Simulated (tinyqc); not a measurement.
Zero-field barrier from two thresholds.

Problem. The photoemission threshold over an interface barrier is Phi = P0 - sqrt(q F/(4 pi eps0 ei)). Find P0 and ei.

Constants: q = 1.602176634e-19 C, eps0 = 8.8541878128e-14 F/cm where lengths are in cm. Results are converted to the units shown.

thresholds at F = 0.4 and 2.5 MV/cm (eV): 2.7034471  2.5286178

Solution. Phi is linear in sqrt(F): the intercept is P0 and the slope gives ei.

P0 = 2.82 eV
ei = 4.24

Program tinyqc, `OMP_NUM_THREADS=1 python tinyqc.py 2410041 2410042 out.jsonl`; Intel Xeon 2.30GHz, shared host, one thread, about 0.01 s.
